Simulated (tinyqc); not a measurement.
Coverage and depolarisation: effective work function and flat-band voltage of a metal/high-k/SiO2/Si stack with a dipole layer.

Constants: e^2/(4 pi eps0) = 14.39964547 eV angstrom.

Values chosen for the exercise (a stack on Si capped with a lanthanum-like oxide; shifted at random, so the results belong to these values and not to a real crystal):
```
symbol  value  unit        meaning
qd      0.52   e           charge of a dipole
dd      2.5    angstrom    its length
ed      10.4               dielectric constant in the dipole layer
al      1.4    angstrom^3  polarisability volume of a dipole
```

Size of the step: linear D0 = 4 pi e2 N qd dd/ed, and D0/(1 + 9 al N^(3/2)), N in angstrom^-2, a Topping factor applied on top of ed as a model choice.

Results:
```
N (cm^-2)  D0 (eV)  9 al N^(3/2)  D (eV)
2.0e+13     0.0452        0.0011  0.0452
5.0e+13     0.1131        0.0045  0.1126
1.0e+14     0.2262        0.0126  0.2234
4.0e+14     0.9048        0.1008  0.8219
7.0e+14     1.5833        0.2334  1.2838
1.0e+15     2.2619        0.3984  1.6174
```

Give the missing row, N (cm^-2) = 2.0e+14.

Computed row:
```
N (cm^-2)  D0 (eV)  9 al N^(3/2)  D (eV)
2.0e+14     0.4524        0.0356  0.4368
```

Depolarisation takes off 1.2 % at 1e14 and 19 % at 7e14 cm^-2. D would peak at N = (2/(9 al))^(2/3) = 2.9e+15 cm^-2, beyond the table.

Program tinyqc; command `OMP_NUM_THREADS=1 python tinyqc.py 1851012 1851013 out.jsonl`; about 0.01 s on one thread of a shared Intel(R) Xeon(R) Processor @ 2.30GHz.
